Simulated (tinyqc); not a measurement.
From results back to parameters: averaged masses of warped heavy- and light-hole bands. Two cases, with inputs chosen for the exercise.

Problem. For B along [111] the central orbits have s = 1/4 all round, so the cyclotron masses are 1/(g1 -/+ sqrt(g2^2 + 3 g3^2)). They are given with the heavy-hole mass along [100], 1/(g1 - 2 g2); g2 and g3 are positive.

Find: g1; sqrt(g2^2 + 3 g3^2); g2; g3.

Method. The mean of the two inverse cyclotron masses is g1 and half their difference is the root; g2 = (g1 - 1/m[100])/2, and g3 follows.

Case 1.

heavy and light cyclotron mass for B along [111]; heavy mass along [100] (m0): 0.5649762  0.0265322  0.3984064

Solution.

g1 = 19.73
sqrt(g2^2 + 3 g3^2) = 17.960
g2 = 8.61
g3 = 9.10

Case 2.

heavy and light cyclotron mass for B along [111]; heavy mass along [100] (m0): 0.5639256  0.1600841  0.3300330

Solution.

g1 = 4.01
sqrt(g2^2 + 3 g3^2) = 2.237
g2 = 0.49
g3 = 1.26

Computed by tinyqc, one run a case: `OMP_NUM_THREADS=1 python tinyqc.py N N+1 out.jsonl` with N = 1050512, 1050513; one thread of a shared Intel(R) Xeon(R) Processor @ 2.30GHz, about 0.01 s a run at most.
